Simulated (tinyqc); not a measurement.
CISD on RHF in the 3-21g basis, for H2, spin multiplicity 1, step by step. One step of it, computed by the program tinyqc.

Question. CISD: determinants and Hamiltonian. Slater-Condon rules over spin orbitals, with the nuclear repulsion added and E(HF) subtracted on the diagonal.

one-electron integrals over orbitals h = C^T H C (hartree):
$$\begin{pmatrix}
-1.284694 & 0.000000 & -0.174885 & 0.000000 \\
0.000000 & -0.544658 & 0.000000 & 0.209095 \\
-0.174885 & 0.000000 & -0.128241 & 0.000000 \\
0.000000 & 0.209095 & 0.000000 & 0.357575
\end{pmatrix}$$

Two-electron integrals over orbitals (pq|rs), unique and non-zero (hartree):
```
(11|11) 0.673862    (21|21) 0.082815    (22|11) 0.454097    (22|22) 0.407498
(31|11) 0.174885    (31|22) 0.051582    (31|31) 0.118218    (32|21) -0.022164
(32|32) 0.036778    (33|11) 0.568388    (33|22) 0.405402    (33|31) 0.133666
(33|33) 0.506350    (41|21) -0.079159   (41|32) -0.020432   (41|41) 0.137016
(42|11) -0.144127   (42|22) -0.055216   (42|31) -0.075162   (42|33) -0.103571
(42|42) 0.068067    (43|21) -0.084697   (43|32) -0.000923   (43|41) 0.123535
(43|43) 0.130110    (44|11) 0.689897    (44|22) 0.466113    (44|31) 0.210088
(44|33) 0.591045    (44|42) -0.170128   (44|44) 0.772472
```

nuclear repulsion = 0.77478362 hartree

Hartree-Fock energy = -1.12074135 hartree

Give: determinants; H - E(HF) between determinants.

Answer.

Occupation strings over the orbitals (2 doubly, a alpha, b beta, 0 empty; spin orbitals ordered 1a 1b 2a 2b ...): 2000 ab00 a0b0 a00b ba00 b0a0 b00a 0200 0ab0 0a0b 0ba0 0020 00ab 0b0a 00ba 0002

H - E(HF) between determinants (hartree):
```
        2000    ab00    a0b0    a00b    ba00    b0a0    b00a    0200
2000   0.000   0.000   0.000   0.000   0.000   0.000   0.000   0.083
ab00   0.000   0.520   0.000   0.065  -0.083   0.000   0.079   0.000
a0b0   0.000   0.000   1.051   0.000   0.000  -0.118   0.000  -0.022
a00b   0.000   0.065   0.000   1.658   0.079   0.000  -0.137   0.000
ba00   0.000  -0.083   0.000   0.079   0.520   0.000   0.065   0.000
b0a0   0.000   0.000  -0.118   0.000   0.000   1.051   0.000   0.022
b00a   0.000   0.079   0.000  -0.137   0.065   0.000   1.658   0.000
0200   0.083   0.000  -0.022   0.000   0.000   0.022   0.000   1.214
0ab0   0.000  -0.022   0.000  -0.085   0.123   0.000   0.075   0.000
0a0b  -0.079   0.000  -0.085   0.000   0.000   0.020   0.000   0.154
0ba0   0.000   0.123   0.000   0.075  -0.022   0.000  -0.085   0.000
0020   0.118   0.000  -0.041   0.000   0.000   0.041   0.000   0.037
00ab   0.000  -0.075   0.000   0.035   0.020   0.000  -0.124   0.000
0b0a   0.079   0.000   0.020   0.000   0.000  -0.085   0.000  -0.154
00ba   0.000   0.020   0.000  -0.124  -0.075   0.000   0.035   0.000
0002   0.137   0.000   0.124   0.000   0.000  -0.124   0.000   0.068

        0ab0    0a0b    0ba0    0020    00ab    0b0a    00ba    0002
2000   0.000  -0.079   0.000   0.118   0.000   0.079   0.000   0.137
ab00  -0.022   0.000   0.123   0.000  -0.075   0.000   0.020   0.000
a0b0   0.000  -0.085   0.000  -0.041   0.000   0.020   0.000   0.124
a00b  -0.085   0.000   0.075   0.000   0.035   0.000  -0.124   0.000
ba00   0.123   0.000  -0.022   0.000   0.020   0.000  -0.075   0.000
b0a0   0.000   0.020   0.000   0.041   0.000  -0.085   0.000  -0.124
b00a   0.075   0.000  -0.085   0.000  -0.124   0.000   0.035   0.000
0200   0.000   0.154   0.000   0.037   0.000  -0.154   0.000   0.068
0ab0   1.628   0.000  -0.037   0.000  -0.001   0.000  -0.106   0.000
0a0b   0.000   2.175   0.000  -0.001   0.000  -0.068   0.000   0.039
0ba0  -0.037   0.000   1.628   0.000  -0.106   0.000  -0.001   0.000
0020   0.000  -0.001   0.000   2.145   0.000   0.001   0.000   0.130
00ab  -0.001   0.000  -0.106   0.000   2.716   0.000  -0.130   0.000
0b0a   0.000  -0.068   0.000   0.001   0.000   2.175   0.000  -0.039
00ba  -0.106   0.000  -0.001   0.000  -0.130   0.000   2.716   0.000
0002   0.000   0.039   0.000   0.130   0.000  -0.039   0.000   3.383
```
